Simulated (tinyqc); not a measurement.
From results back to parameters: hole subbands of a hard-walled well, four-band Luttinger model. Three cases, with inputs chosen for the exercise.

Problem. At k = 0 in a hard-walled well HHn = c (g1 - 2 g2)(n pi/L)^2 - Z0 and LHn = c (g1 + 2 g2)(n pi/L)^2 + Z0, c = hbar^2/2m0. Two spacings were computed from hidden g1 and g2.

Constants: hbar^2/2m0 = 3.80998211 eV angstrom^2.
Find: u = c (pi/L)^2; g2; g1.
Method. HH2 - HH1 = 3u (g1 - 2 g2) and LH1 - HH1 = 4 u g2 + 2 Z0.

Case 1.

Values chosen (out of a larger set: near those of AlAs; not measured data): L = 50 angstrom (well width along [001]); Z0 = 0 eV (shear strain energy).

HH2 - HH1 = 96.565 meV
LH1 - HH1 = 48.734 meV

Solution.

u = c (pi/L)^2 = 15.041 meV
g2 = 0.81
g1 = 3.76

Case 2.

Values chosen (out of a larger set: near those of AlAs; not measured data): L = 75 angstrom (well width along [001]); Z0 = -0.045 eV (shear strain energy).

HH2 - HH1 = 42.316 meV
LH1 - HH1 = -68.073 meV

Solution.

u = c (pi/L)^2 = 6.685 meV
g2 = 0.82
g1 = 3.75

Case 3.

Values chosen (out of a larger set: near those of Si; not measured data): L = 70 angstrom (well width along [001]); Z0 = 0.0512 eV (shear strain energy).

HH2 - HH1 = 83.571 meV
LH1 - HH1 = 112.837 meV

Solution.

u = c (pi/L)^2 = 7.674 meV
g2 = 0.34
g1 = 4.31

Computed by tinyqc, one run a case: `OMP_NUM_THREADS=1 python tinyqc.py N N+1 out.jsonl` with N = 1250407, 1250495, 1250516; one thread of a shared Intel(R) Xeon(R) Processor @ 2.30GHz, about 0.5 s a run at most.
